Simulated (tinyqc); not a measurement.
Inversion-layer mobility, back-scattering and ballistic limit of a field-effect transistor: one step, computed by the program tinyqc.

The charge at the top of the source barrier is fixed by the gate; series resistance and short-channel effects are left out. F_j are Fermi integrals normalised to exp(eta) in the classical limit.

Question. Effective mobility. mu_phonon = mu_ph (E_eff/1 MV/cm)^(-0.3) (T/300 K)^(-1.75); mu_rough = mu_sr (E_eff/1 MV/cm)^(-2); mu_Coulomb = mu_C (N_inv/1e12 cm^-2) (T/300 K); Matthiessen's rule adds 1/mu.

Inputs (values chosen for the exercise, modelled on a silicon n-channel):
```
quantity,value,unit
"phonon mobility at 1 MV/cm and 300 K, mu_ph",320,cm^2/(V s)
"roughness mobility at 1 MV/cm, mu_sr",1500,cm^2/(V s)
"Coulomb mobility at N_inv = 1e12/cm^2, mu_C",690,cm^2/(V s)
temperature T,300,K
```

Statistics at the top of the barrier: Fermi-Dirac.

inversion density N_inv = 6.335206e+12 1/cm^2

effective field E_eff = 0.6909560 MV/cm

Give: phonon part; roughness part; Coulomb part; effective mobility mu.

Answer.

phonon part = 357.5 cm^2/(V s)

roughness part = 3142 cm^2/(V s)

Coulomb part = 4371 cm^2/(V s)

effective mobility mu = 299.0 cm^2/(V s)

The phonon part is the lowest and holds 84 % of 1/mu.
